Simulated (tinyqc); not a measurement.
# Drift layer from breakdown voltage and on-resistance

Problem. An ideal drift layer with a triangular field at breakdown has BV = Ec W/2, N = eps0 eps_r Ec/(q W) and Ron = W/(q mu N). Find Ec, W and N.

Parameters, values chosen for the exercise:

| symbol | value | unit | meaning |
|---|---|---|---|
| eps_r | 12.6 |  | relative permittivity |
| mu | 4680 | cm^2/(V s) | electron mobility of the drift layer |

Constants: q = 1.602176634e-19 C, eps0 = 8.8541878128e-14 F/cm where lengths are in cm. Results are converted to the units shown.

BV = 60.991235 V
Ron = 0.019205116 mohm cm^2

Solution. Eliminating W and N gives Ron = 4 BV^2/(eps0 eps_r mu Ec^3), which yields Ec.

Ec = 529.4 kV/cm
W = 2.304 um
N = 1.600e16 cm^-3

Numbers from tinyqc (`OMP_NUM_THREADS=1 python tinyqc.py 2120011 2120012 out.jsonl`; about 0.06 s on one thread of a shared Intel Xeon 2.30GHz).
